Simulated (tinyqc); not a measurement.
## Diameter from the threshold shift

Question. Undoped body with a flat potential across it, hard walls, transport along x. Three valley pairs (g = 2 each) with the longitudinal mass along x, y or z. Non-parabolicity enters the subband edges through E (1 + al E) = gamma, so E = 2 gamma/(1 + sqrt(1 + 4 al gamma)); motion within a subband is taken as parabolic with the band-edge mass. Energies are counted from the bulk band edge. gamma = C (2 z/(t + dl))^2 (1/my + 1/mz)/2, z the zeros of the Bessel functions J_l (2.404826, 3.831706, 5.135622, 5.520078, ...), twofold for l > 0; the mean inverse mass is an approximation for anisotropic valleys, C = hbar^2/(2 m0). Each subband has N_k = g sqrt(2 mx m0 kB T/(pi hbar^2)); without degeneracy n = exp(EF/Vt) sum N_k exp(-E_k/Vt). Classical value Nc times pi t^2/4, Nc = sum over valleys of 2 g (m m0 kB T/(2 pi hbar^2))^1.5 with m = (mx my mz)^(1/3). Threshold shift dVT = Vt ln(classical value/sum N_k exp(-E_k/Vt)). Find t and the lowest subband edge.

Inputs (values chosen for the exercise); masses close to those of silicon: temperature T = 77 K; longitudinal mass ml = 0.933 m0; transverse mass mt = 0.193 m0; non-parabolicity al = 0 1/eV; widening of the box by penetration into the insulator dl = 0 nm.

Constants: q = 1.602176634e-19 C, kB = 1.380649e-23 J/K, hbar = 1.054571817e-34 J s, m0 = 9.1093837015e-31 kg, Vt = kB T/q, hbar^2/(2 m0) = 0.0380998212 eV nm^2. Results are converted to the units shown.

dVT = 41.566667 mV

Answer. dVT is evaluated for trial values of t with all subbands; between 1.5 and 25 nm one value matches.

t = 7.600 nm
E_1 = 47.71 meV

tinyqc, about 0.4 s, one thread, Intel Xeon 2.30GHz (shared host): `OMP_NUM_THREADS=1 python tinyqc.py 2350147 2350148 out.jsonl`
